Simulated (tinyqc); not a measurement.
Ellipsoidal valleys in the axes of a wafer and a channel: one step. Subbands and shares in a film. Three cases, with inputs chosen for the exercise.

Task: Give the ladders, the shares and the mean conductivity mass.

Hard walls: E_n = c (n pi/t)^2/mz, c = hbar^2/2m0, n = 1, 2, 3. Non-degenerate share of a valley proportional to md sum_n exp(-E_n/kT); mean 1/mc = sum of share/mc. 1 nm = 10 angstrom.

Constants: hbar^2/2m0 = 3.80998211 eV angstrom^2; kB = 8.617333262e-05 eV/K.

Give: Subbands; mean mc.

Case 1.

Values chosen (out of a larger set: near those of the L valleys of GaAs; not measured data): t = 4.4 nm (thickness of the film); T = 77 K (temperature).

Masses (m0):

| valley | mz | md | mc | mx | my |
|---|---|---|---|---|---|
| [111] | 0.216391 | 0.232159 | 0.078000 | 0.078000 | 0.691000 |
| [1-1-1] | 0.078000 | 0.386686 | 0.216391 | 1.304000 | 0.114667 |
| [-11-1] | 0.078000 | 0.386686 | 0.216391 | 1.304000 | 0.114667 |
| [-1-11] | 0.216391 | 0.232159 | 0.078000 | 0.078000 | 0.691000 |

Result:

Subbands:

| valley | E1 (meV) | E2 (meV) | E3 (meV) | share |
|---|---|---|---|---|
| [111] | 89.8 | 359.0 | 807.8 | 0.500 |
| [1-1-1] | 249.0 | 996.1 | 2241.1 | 0.000 |
| [-11-1] | 249.0 | 996.1 | 2241.1 | 0.000 |
| [-1-11] | 89.8 | 359.0 | 807.8 | 0.500 |

mean mc = 0.0780 m0

The lowest ladder ([111] and [-1-11]) holds 100 % of the electrons in these valleys, the next starts 159 meV higher.

Case 2.

Values chosen (out of a larger set: near those of the Delta valleys of Si; not measured data): t = 3.3 nm (thickness of the film); T = 400 K (temperature).

Masses (m0):

| valley | mz | md | mc | mx | my |
|---|---|---|---|---|---|
| x | 0.305728 | 0.313867 | 0.327465 | 0.416667 | 0.236430 |
| y | 0.305728 | 0.313867 | 0.327465 | 0.416667 | 0.236430 |
| z | 0.185000 | 0.403485 | 0.251105 | 0.416667 | 0.390720 |

Result:

Subbands:

| valley | E1 (meV) | E2 (meV) | E3 (meV) | share |
|---|---|---|---|---|
| x | 112.9 | 451.8 | 1016.5 | 0.465 |
| y | 112.9 | 451.8 | 1016.5 | 0.465 |
| z | 186.6 | 746.6 | 1679.8 | 0.070 |

mean mc = 0.3206 m0

The lowest ladder (x and y) holds 93 % of the electrons in these valleys, the next starts 74 meV higher.

Case 3.

Values chosen (out of a larger set: near those of the Delta valleys of Si; not measured data): t = 7.9 nm (thickness of the film); T = 300 K (temperature).

Masses (m0):

| valley | mz | md | mc | mx | my |
|---|---|---|---|---|---|
| x | 0.311050 | 0.322302 | 0.187000 | 0.187000 | 0.555500 |
| y | 0.311050 | 0.322302 | 0.187000 | 0.187000 | 0.555500 |
| z | 0.187000 | 0.415678 | 0.924000 | 0.924000 | 0.187000 |

Result:

Subbands:

| valley | E1 (meV) | E2 (meV) | E3 (meV) | share |
|---|---|---|---|---|
| x | 19.4 | 77.5 | 174.3 | 0.367 |
| y | 19.4 | 77.5 | 174.3 | 0.367 |
| z | 32.2 | 128.9 | 290.0 | 0.266 |

mean mc = 0.2374 m0

The lowest ladder (x and y) holds 73 % of the electrons in these valleys, the next starts 13 meV higher.

Computed by tinyqc, one run a case: `OMP_NUM_THREADS=1 python tinyqc.py N N+1 out.jsonl` with N = 1851052, 1851141, 1880069; one thread of a shared Intel(R) Xeon(R) Processor @ 2.30GHz, about 0.01 s a run at most.
